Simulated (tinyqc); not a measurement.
G0W0 on RHF in the 6-311g basis, for H2, spin multiplicity 1, step by step. One step of it, computed by the program tinyqc.

Problem. Orthogonalisation. S = U s U^T; symmetric (Loewdin) form X = U s^(-1/2) U^T, so that X^T S X = 1.

overlap S, lower triangle:
```
          1H 1s     1H 2s     1H 3s     2H 1s     2H 2s     2H 3s
1H 1s  1.000000
1H 2s  0.706377  1.000000
1H 3s  0.373664  0.788963  1.000000
2H 1s  0.342095  0.468711  0.321531  1.000000
2H 2s  0.468711  0.772549  0.697145  0.706377  1.000000
2H 3s  0.321531  0.697145  0.921853  0.373664  0.788963  1.000000
```

Give: eigenvalues of S; X.

Solution.

eigenvalues of S: 0.0269  0.1471  0.1628  0.7738  0.8944  3.9951

X, lower triangle:
```
         1H 1s    1H 2s    1H 3s    2H 1s    2H 2s   2H 3s
1H 1s   1.3807
1H 2s  -0.7464   2.5052
1H 3s   0.2179  -1.2151   3.0521
2H 1s  -0.0708   0.0171  -0.0394   1.3807
2H 2s   0.0171  -0.7993   0.4759  -0.7464   2.5052
2H 3s  -0.0394   0.4759  -1.9028   0.2179  -1.2151  3.0521
```
